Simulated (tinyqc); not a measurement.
Square-lattice Ising model by mean field, Bethe lattice, transfer matrix, exact enumeration and Monte Carlo steps: one step, computed by the program tinyqc.

H = -J sum over nearest pairs s_i s_j, s = +-1, no field, periodic boundaries; energies per site are in J. As a lattice gas or an alloy, s marks which species holds the site.

Question. Free energy and correlation length of the strip. With the eigenvalues l1 > l2: -f/(k_B T) = ln(l1)/w per site; xi = 1/ln(l1/l2) rows.

Inputs (values chosen for the exercise, for a model lattice): temperature T = 217 K; strip width w = 3.

T, lower triangle (symmetric):
```
          +++      ++-      +-+      +--      -++      -+-      --+       ---
+++  12.13760
++-   2.29815  2.29815
+-+   2.29815  0.43513  2.29815
+--   1.00000  1.00000  1.00000  2.29815
-++   2.29815  0.43513  0.43513  0.18934  2.29815
-+-   1.00000  1.00000  0.18934  0.43513  1.00000  2.29815
--+   1.00000  0.18934  1.00000  0.43513  1.00000  0.43513  2.29815
---   1.00000  1.00000  1.00000  2.29815  1.00000  2.29815  2.29815  12.13760
```

Give: three largest eigenvalues; -f/(k_B T); correlation length xi.

Answer.

three largest eigenvalues: 16.159  11.613  2.674

-f/(k_B T) = 0.92749

correlation length xi = 3.0272
